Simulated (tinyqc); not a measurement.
Scale length and length offset from two DIBL values.

Inverse problem. DIBL = exp(-Le/(2 l)) + 2 exp(-Le/l) with Le = L - dL. Find l, dL and the drawn length for a DIBL of 100 mV/V.

DIBL at drawn lengths 58 and 100 nm (mV/V): 124.53739  18.581555

Answer. With e = exp(-Le/(2 l)), 2 e^2 + e = DIBL gives e and so Le/l at each length; Le/l is a straight line in L with slope 1/l.

l = 12.0 nm
dL = 3.50 nm
length for 100 mV/V = 62.5 nm

tinyqc, about 0.01 s, one thread, Intel Xeon 2.30GHz (shared host): `OMP_NUM_THREADS=1 python tinyqc.py 2002098 2002099 out.jsonl`
